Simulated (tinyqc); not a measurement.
# MOSFET with velocity saturation and source resistance: several studies

Strong inversion, charge Q = Cox (Vg - m V) at channel potential V with Vg the gate overdrive, and drift velocity v = mu E/(1 + mu E/vsat). Integrating along the channel gives I = mu Cox (1/L)(Vg Vd - m Vd^2/2)/(1 + Vd/Vc) per width, Vc = vsat L/mu, which peaks at Vdsat. Units: I in uA/um, Rs in ohm um, so the drop over Rs is 1e-6 I Rs volts.

Parameters, values chosen for the exercise:
- Cox = 0.68 uF/cm^2 (gate capacitance)
- mu0 = 250 cm^2/(V s) (mobility at low gate voltage)
- th = 0.4 1/V (mobility degradation)
- vsat = 1.2e7 cm/s (saturation velocity)
- m = 1.32 (body factor)
- VT = 0.3 V (threshold)
- L = 2 um (channel length)
- Rs = 0 ohm um (source resistance)
- Vgs = 1 V (gate voltage)

Each table varies one quantity; the others keep the values above.

## Output curve without source resistance

Vg = Vgs - VT (0 if negative), mu = mu0/(1 + th Vg), Vc = vsat L/mu, x = sqrt(1 + 2 Vg/(m Vc)), Vdsat = 2 Vg/(m (1 + x)), Isat = Cox vsat Vg (x - 1)/(x + 1) per width. Below Vdsat the formula of the introduction holds, beyond it I = Isat; constant velocity-field slope (Vc infinite) gives the second column, with saturation at Vg/m.

Result of one run:
```
Vd (V)  I without velocity saturation (uA/um)  I (uA/um)
0.22                                   8.1053     7.9627
```

What becomes of these results when the drain voltage Vd is changed from 0.22 to 0.28 V, all else the same?

Result of the changed run:
```
Vd (V)  I without velocity saturation (uA/um)  I (uA/um)
0.28                                   9.5795     9.3661
```

The whole series:
```
Vd (V)  I without velocity saturation (uA/um)  I (uA/um)
0.1                                    4.2102     4.1762
0.16                                   6.3155     6.2343
0.22                                   8.1053     7.9627
0.28                                   9.5795     9.3661
0.34                                   10.738     10.449
0.4                                    11.581     11.216
0.46                                   12.109     11.672
0.52                                   12.321     11.821
0.58                                   12.325     11.821
```

Velocity saturation lowers the current by 0.81 % in the first row and 4.1 % in the last, and moves saturation from Vg/m = 0.530 V to 0.519 V.

## Effect of the gate voltage

Vg = Vgs - I Rs - VT (0 if negative), mu = mu0/(1 + th Vg), Vc = vsat L/mu, x = sqrt(1 + 2 Vg/(m Vc)), Vdsat = 2 Vg/(m (1 + x)), Isat = Cox vsat Vg (x - 1)/(x + 1) per width. I = Isat is solved self-consistently; gm = dI/dVgs; Vdsat is the intrinsic value. The velocity at the source is I/(Cox Vg).

Effect of the gate voltage:
```
Vgs (V)  Vc (V)  Vdsat (V)  Isat (uA/um)  gm (uS/um)  velocity at the source/vsat
0.45      10.18     0.1130        0.6759       8.710                     0.005522
0.71      11.17     0.3064         4.525       20.26                      0.01352
0.98      12.21     0.5047         11.24       29.00                      0.02025
1.24      13.21     0.6939         19.63       35.30                      0.02559
1.51      14.25     0.8889         29.87       40.35                      0.03025
1.77      15.24      1.076         40.88       44.16                      0.03408
2.04      16.28      1.269         53.25       47.34                      0.03750
2.3       17.28      1.454         65.89       49.83                      0.04037
```

What does the comparison show?

As Vgs goes from 0.45 to 2.3 V, Isat rises from 0.676 to 65.9 uA/um, Vdsat rises from 0.113 to 1.45 V and gm rises from 8.71 to 49.8 uS/um; the velocity at the source goes from 0.0055 to 0.040 of vsat. Against the overdrive Vgs - VT the current goes with exponent 1.89 at the start and 1.53 at the end (2 for the square law). With vsat made a thousand times larger the last exponent would be 1.57, which is what th and Rs alone leave.

## Effect of the source resistance

Same model as above.

Effect of the source resistance:
```
Rs (ohm um)  Vc (V)  Vdsat (V)  Isat (uA/um)  gm (uS/um)  velocity at the source/vsat
0             12.29     0.5193         11.82       29.54                      0.02069
50            12.29     0.5189         11.80       29.48                      0.02068
100           12.28     0.5185         11.79       29.43                      0.02067
200           12.28     0.5176         11.75       29.31                      0.02064
300           12.27     0.5168         11.72       29.19                      0.02062
500           12.27     0.5151         11.65       28.96                      0.02056
800           12.25     0.5126         11.55       28.62                      0.02049
```

What does the table show?

As Rs goes from 0 to 800 ohm um, Isat falls from 11.8 to 11.5 uA/um, Vdsat falls from 0.519 to 0.513 V and gm falls from 29.5 to 28.6 uS/um; the velocity at the source goes from 0.021 to 0.020 of vsat.

Computed by the program tinyqc: `OMP_NUM_THREADS=1 python tinyqc.py 2500103 2500104 out.jsonl`, one thread of a shared Intel Xeon 2.30GHz, about 0.01 s for the whole run.
